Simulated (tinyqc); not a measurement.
Inside a calculation: interband optics of a two-band s-p chain from momentum matrix elements. Values are carried at full precision from step to step, so a last printed digit may differ when a step is redone from the rounded ones.

H(k) = [[Es - 2 ts cos ka, 2i V sin ka], [-2i V sin ka, Ep_ + 2 tp cos ka]] in the basis s, p; the lower band is full, with two electrons a cell. The velocity operator times hbar is W = dH/dk (eV angstrom); intra-atomic dipoles are left out.

Constants: hbar^2/2m0 = 3.80998211 eV angstrom^2; e^2/(4 pi eps0) = 14.39964547 eV angstrom.

Values chosen for the exercise: a = 2.79 angstrom (period); Es = 3.3 eV (upper orbital (s)); Ep_ = -1.72 eV (lower orbital (p)); ts = 0.32 eV (s-s hopping); tp = 0.45 eV (p-p hopping); V = 1.22 eV (s-p hopping); k = 0.28 2 pi/a (wave vector); N = 8 (k points); Ar = 10.9 angstrom^2 (cross-section per chain); eta = 0.2 eV (Lorentzian half width); E = 1.47 eV (photon energy).

## Hamiltonian and velocity at one k

Form H and W = dH/dk.

H (eV):
```
          s        p
s    3.4199  2.3968i
p  -2.3968i  -1.8886
```

W (eV angstrom):
```
         s         p
s   1.7540  -1.2756i
p  1.2756i   -2.4665
```

## Matrix element between the bands

Diagonalise H, transform W, and form w = |W_cv|^2, the Kane-type energy w/c and the oscillator strength f = w/(c D), c = hbar^2/2m0, D = Ec - Ev.

Ev, Ec (eV): -2.8106  4.3419

weights:
```
        v       c
s  0.1289  0.8711
p  0.8711  0.1289
```

slopes dEv/dk, dEc/dk (eV angstrom): -1.068  0.355

w = 5.574 eV^2 angstrom^2
w/c = 1.463 eV
f = 0.205

## Transitions on the mesh

At each k_j = (j + 1/2)/N (2 pi/a) up to the zone edge give D = Ec - Ev, w = |<c|W|v>|^2 and f = w/(c D), c = hbar^2/2m0; the other half of the zone repeats the values.

Transitions:

| k (2 pi/a) | D (eV) | w (eV^2 angstrom^2) | f |
|---|---|---|---|
| 0.0625 | 4.0531 | 27.073 | 1.753 |
| 0.1875 | 6.3212 | 0.168 | 0.007 |
| 0.3125 | 7.1966 | 10.719 | 0.391 |
| 0.4375 | 6.7080 | 39.308 | 1.538 |

D runs from 4.053 to 7.197 eV on the mesh; f is largest at k = 0.0625.

## Dielectric function from the table

With w(k) = |<c|W|v>|^2 and D(k) = Ec - Ev, on the mesh k_j = (j + 1/2)/N (2 pi/a): eps(E) = 1 + (8 pi e2/(a Ar)) mean_j (w/D^2) [1/(D - E - i eta) + 1/(D + E + i eta)], e2 = e^2/(4 pi eps0); light polarised along the chains, no local fields.

Take the mean over the rows. Also eps(0) at eta = 0, and the effective electrons per cell n_eff = 2 mean(f).

eps(E) = 4.769+0.127i
eps(0) = 4.369
n_eff = 1.845

On a mesh of 2000 points the values are 5.495+0.188i, 4.926 and 1.925. n_eff need not equal the 2 electrons of the cell: a two-orbital basis with chosen hoppings does not obey the sum rule of free electrons.

## Checks

- Curvature of the lower band against <v|d2H/dk2|v> - 2 w/D (eV angstrom^2): both 11.97.
- Zone mean of 2 w/D against the zone mean of <v|d2H/dk2|v>, the f-sum rule of a full band (eV angstrom^2): both 7.3344.

Computed by tinyqc, a small Python program: `OMP_NUM_THREADS=1 python tinyqc.py 1651236 1651237 out.jsonl` (the numbers bound the seed that draws the inputs); one thread of a shared host (Intel(R) Xeon(R) Processor @ 2.30GHz), about 0.01 s for the whole set of steps.
